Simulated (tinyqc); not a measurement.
Hole subbands of a hard-walled well, four-band Luttinger model: one step. Levels at k = 0. Three cases, with inputs chosen for the exercise.

Problem. R and S vanish: HHn = c (g1 - 2 g2)(n pi/L)^2 - Zs and LHn = c (g1 + 2 g2)(n pi/L)^2 + Zs, c = hbar^2/2m0, hole energies counted downwards. Sort HH1 to HH4 and LH1, LH2.

Constants: hbar^2/2m0 = 3.80998211 eV angstrom^2.

Case 1.

Values chosen (out of a larger set: near those of Ge; not measured data): g1 = 13.37 (Luttinger gamma1); g2 = 4.23 (gamma2); L = 70 angstrom (well width along [001]).

shear strain energy Zs = 0.0227089 eV

Case 2.

Values chosen (out of a larger set: near those of GaAs; not measured data): g1 = 6.96 (Luttinger gamma1); g2 = 2.06 (gamma2); L = 65 angstrom (well width along [001]).

shear strain energy Zs = 0.0450040 eV

Case 3.

Values chosen (near those of Ge; the results hold for these values, not for the real material): g1 = 13.38 (Luttinger gamma1); g2 = 4.23 (gamma2); L = 55 angstrom (well width along [001]); Zs = 0 eV (shear strain energy).

Give: a table of subband, E (eV).

Solution.

Case 1.

Levels:
```
subband  E (eV)
HH1      0.0150
HH2      0.1280
LH1      0.1902
HH3      0.3164
HH4      0.5802
LH2      0.6928
```

The top subband is HH1, 113.0 meV from HH2. The confinement energy of LH1 or the strain splitting is not small against a spin-orbit splitting of about 0.292 eV, so a six-band model would move the light holes.

Case 2.

Levels:
```
subband   E (eV)
HH1      -0.0197
HH2       0.0561
LH1       0.1436
HH3       0.1825
HH4       0.3594
LH2       0.4395
```

The top subband is HH1, 75.8 meV from HH2.

Case 3.

Levels:
```
subband  E (eV)
HH1      0.0612
HH2      0.2446
LH1      0.2715
HH3      0.5504
HH4      0.9785
LH2      1.0860
```

The top subband is HH1, 183.5 meV from HH2. The confinement energy of LH1 or the strain splitting is not small against a spin-orbit splitting of about 0.292 eV, so a six-band model would move the light holes.

Computed by tinyqc, one run a case: `OMP_NUM_THREADS=1 python tinyqc.py N N+1 out.jsonl` with N = 1281979, 1282455, 1282508; one thread of a shared Intel(R) Xeon(R) Processor @ 2.30GHz, about 0.2 s a run at most.
